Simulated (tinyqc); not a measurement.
# Well width from the intersubband spacing

Problem. In an empty well of width L and depth Vb, level k solves kw L/2 = (k - 1) pi/2 + arctan(sqrt((mw/mb)(Vb - E)/E)) with kw = sqrt(mw E/C), C = hbar^2/(2 m0). Find L, E1 and E2 from the spacing.

Parameters, values chosen for the exercise; material values those of a made-up well: mass along z in the well mw = 0.0724 m0; mass along z in the barriers mb = 0.113 m0; barrier height Vb = 0.227 eV.

Constants: q = 1.602176634e-19 C, hbar = 1.054571817e-34 J s, m0 = 9.1093837015e-31 kg, hbar^2/(2 m0) = 0.0380998212 eV nm^2. Results are converted to the units shown.

E2 - E1 = 105.54862 meV

Solution. Both levels are solved for trial widths until their difference matches. A second level is bound only for L above 4.78 nm, and over that range one width gives this spacing.

L = 8.20 nm
E1 = 36.1 meV
E2 = 142 meV

Computed by the program tinyqc: `OMP_NUM_THREADS=1 python tinyqc.py 2140060 2140061 out.jsonl`, one thread of a shared Intel Xeon 2.30GHz, about 0.1 s for the whole run.
